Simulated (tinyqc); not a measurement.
## Activation energy from two powers

Inverse problem. P(T) = Pd + Pl (T/300 K)^2 exp[(q Ea/kB)(1/(300 K) - 1/T)]. Find Ea and Pl.

Inputs (values chosen for the exercise):
```
symbol  value  unit                                  meaning
Pd        7.3     W  temperature-independent switching power
```

Constants: q = 1.602176634e-19 C, kB = 1.380649e-23 J/K. Results are converted to the units shown.

P at T = 320 and 360 K (W): 7.90702097  11.3084563

Solution. Subtract Pd; the ratio of the leakage powers, divided by the T^2 factors, is an Arrhenius factor.

Ea = 0.4100 eV
Pl = 0.1980 W

Numbers from tinyqc (`OMP_NUM_THREADS=1 python tinyqc.py 2520017 2520018 out.jsonl`; about 0.01 s on one thread of a shared Intel Xeon 2.30GHz).
